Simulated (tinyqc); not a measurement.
Comparisons within one model: band offset from the macroscopic average of a supercell potential. A value that a table varies takes the place of the one given here.

A model of the planar-averaged electrostatic energy of an electron in a periodic cell of N1 periods of A (L1 = N1 n1 h) and N2 periods of B (L2 = N2 n2 h), on z_j = j h: V(z) = f VA + (1 - f) VB + F t(z), VA = V1[0] + V1[1] cos(2 pi z/(n1 h)) + V1[2] cos(4 pi z/(n1 h)), VB the same with V2, n2 and z - L1. f = [tanh(z/w) - tanh((z - L1)/w) + tanh((z - L1 - L2)/w)]/2 + 1/2; t(z) = z - L1/2 in A and (L1/L2)(L1 + L2/2 - z) beyond, so that the cell is periodic.

Running mean over n points, periodic: for odd n the plain mean of the n points centred on j; for even n the n + 1 points with half weight at both ends. The macroscopic average applies the mean over n1 points and then over n2 points.

dEv = Ev(A) - Ev(B) = Ev1 - (dV + Ev2); dEc = Ec(B) - Ec(A) = Eg2 - Eg1 - dEv. The correction of a gap, c = Eg[1] - Eg[0], lowers the valence top by fv c and leaves dV, a ground-state quantity, as it is. Type I: dEv and dEc of one sign; II: opposite signs; III: no overlap of the gaps.

Parameters, chosen for this exercise (gaps near those of Si and HfO2; shifted at random, so the results belong to these values and not to a real crystal): h = 0.35 angstrom (grid step); n1 = 5 (grid points per period of A); n2 = 5 (grid points per period of B); V1 = (-8.22, 3.55, 0.97) eV (mean and two harmonics of the potential in A); V2 = (-10.37, 3.73, 0.93) eV (the same in B); w = 0.32 angstrom (width of the interfaces); N1 = 4 (periods of A); N2 = 4 (periods of B); F = 0 eV/angstrom (slope in A from opposite charges on the two interfaces); Ev1 = 4.13 eV (valence top of bulk A above its mean potential); Eg1 = (0.6, 1.14) eV (gap of A: semi-local value, corrected value); Ev2 = 3.93 eV (valence top of bulk B above its mean potential); Eg2 = (4.1, 6.05) eV (gap of B: semi-local value, corrected value).

## How thick the regions must be

N1 = N2 = N, no slope (F = 0); dV is read at j = floor(N n1/2) and N n1 + floor(N n2/2). The exact value is V2[0] - V1[0].

Results:
```
N  L1 (angstrom)  dV (eV)  error (meV)
1           1.75  -0.9814      1168.64
2           3.50  -2.1057        44.27
3           5.25  -2.1496         0.36
4           7.00  -2.1500         0.00
5           8.75  -2.1500         0.00
6          10.50  -2.1500         0.00
```

What does this show, and why?

The error is below 10 meV from N = 3 on. The two windows together span 3.50 angstrom and must fit between the interface tails, which fall as exp(-2 z/w); the errors at N = 2, 3 and 4 are 44.27, 0.36 and 0.00 meV.

## The choice of windows

dV read at j = 10 and 30 after means over the numbers of points listed; ripple is the spread over the five points around each.

Results:
```
windows  dV (eV)  ripple in A (meV)  ripple in B (meV)
none      -2.010               7092               7390
5 only    -2.150                  0                  0
6 only    -2.176                831                877
6, 6      -2.147                119                124
5, 5      -2.150                  0                  0
```

Which rows can be used, and how does a wrong window show?

The last row matches both periods and lies 0 meV from the value of a thick cell, V2[0] - V1[0] = -2.150 eV. Against it the raw potential errs by +0.14 eV. Within 20 meV of it lie: 5 only and 6, 6. A window one point too long leaves a ripple of 831 meV in A, against 0 meV in the last row: the ripple is the sign to look for. Rows to use, with under 30 meV of ripple in both regions once the tilt is taken off: 5 only and 5, 5. A row with a large ripple can hit the right value only by chance.

## Where the gap correction goes

dV = B - A = -2.1500 eV

fv1 and fv2 are varied.

Offsets (eV):
```
fv1  fv2    dEv    dEc
0.0  0.0  2.350  2.560
0.5  0.5  3.055  1.855
1.0  1.0  3.760  1.150
0.0  1.0  4.300  0.610
1.0  0.0  1.810  3.100
0.3  0.7  3.553  1.357
```

How do the results move?

dEv + dEc = 4.910 eV in every row, but dEv alone spans 2.49 eV, the sum of the two corrections. A scissor on the conduction bands alone (first row) keeps the semi-local dEv; with equal shares fv the shift is fv times the difference of the corrections, +1.41 eV, against their sum of 2.49 eV: with like shares the error cancels only in part.

Run: tinyqc, `OMP_NUM_THREADS=1 python tinyqc.py 1880695 1880696 out.jsonl`; Intel(R) Xeon(R) Processor @ 2.30GHz, one thread, shared host; about 0.01 s of CPU time with all checks.
